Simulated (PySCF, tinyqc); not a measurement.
Inside a calculation. Method: coupled-perturbed Hartree-Fock on RHF in the 3-21g basis, for H3+, spin multiplicity 1. The lowest restricted solution is unstable here: a spin-polarised one lies 0.0001 hartree lower (PySCF). One step of it, computed by the program tinyqc.

Task: Iteration 7 (converged): orbitals. Diagonalise F' = X^T F X, C = X C', fill 1 alpha and 1 beta electrons from the bottom; D = 2 C_occ C_occ^T. Each column has its largest component positive (the first on a tie).

converged F (hartree), order 1H 1s, 1H 2s, 2H 1s, 2H 2s, 3H 1s, 3H 2s:
```
[[-0.248374, -0.741124, -0.398867, -0.513588, -0.398867, -0.513588],
 [-0.741124, -0.772195, -0.476391, -0.581460, -0.476391, -0.581460],
 [-0.398867, -0.476391, -0.116295, -0.562218, -0.074199, -0.188269],
 [-0.513588, -0.581460, -0.562218, -0.547487, -0.188269, -0.324232],
 [-0.398867, -0.476391, -0.074199, -0.188269, -0.116295, -0.562218],
 [-0.513588, -0.581460, -0.188269, -0.324232, -0.562218, -0.547487]]
```

X, order 1H 1s, 1H 2s, 2H 1s, 2H 2s, 3H 1s, 3H 2s:
```
[[-0.777616, 0.000000, 0.791032, 0.810659, 0.000000, 0.230531],
 [2.610915, 0.000000, -0.518931, 0.183189, 0.000000, 0.322273],
 [0.303869, -0.842725, 0.700627, -0.497913, 0.448042, 0.171445],
 [-1.522222, 1.022880, -0.507221, -0.149351, 0.369130, 0.251722],
 [0.303869, 0.842725, 0.700627, -0.497913, -0.448042, 0.171445],
 [-1.522222, -1.022880, -0.507221, -0.149351, -0.369130, 0.251722]]
```

Give: F' = X^T F X; orbital energies; coefficients C; D after iteration 7.

Result:

F' = X^T F X (hartree):
```
[[0.5860, 0.0000, -0.1224, -0.4779, 0.0000, -0.0421],
 [0.0000, 0.7624, 0.0000, 0.0000, -0.2469, 0.0000],
 [-0.1224, 0.0000, 0.6970, -0.0484, 0.0000, -0.0836],
 [-0.4779, 0.0000, -0.0484, 0.3643, 0.0000, -0.0605],
 [0.0000, -0.2469, 0.0000, 0.0000, -0.3251, 0.0000],
 [-0.0421, 0.0000, -0.0836, -0.0605, 0.0000, -0.9310]]
```

orbital energies (hartree): [-0.9421, -0.3786, -0.0252, 0.7018, 0.8158, 0.9819]

coefficients C, order 1H 1s, 1H 2s, 2H 1s, 2H 2s, 3H 1s, 3H 2s:
```
[[0.2877, 0.0000, 0.2311, 0.4596, 0.0000, -1.2623],
 [0.4421, 0.0000, 1.6548, -0.3103, 0.0000, 2.0478],
 [0.1927, 0.2597, -0.1062, 0.8254, -0.9184, 0.3616],
 [0.1307, 0.5771, -1.1563, -0.6024, 0.9217, -0.9712],
 [0.1927, -0.2597, -0.1062, 0.8254, 0.9184, 0.3616],
 [0.1307, -0.5771, -1.1563, -0.6024, -0.9217, -0.9712]]
```

D after iteration 7, order 1H 1s, 1H 2s, 2H 1s, 2H 2s, 3H 1s, 3H 2s:
```
[[0.1655, 0.2544, 0.1109, 0.0752, 0.1109, 0.0752],
 [0.2544, 0.3909, 0.1704, 0.1156, 0.1704, 0.1156],
 [0.1109, 0.1704, 0.0743, 0.0504, 0.0743, 0.0504],
 [0.0752, 0.1156, 0.0504, 0.0342, 0.0504, 0.0342],
 [0.1109, 0.1704, 0.0743, 0.0504, 0.0743, 0.0504],
 [0.0752, 0.1156, 0.0504, 0.0342, 0.0504, 0.0342]]
```
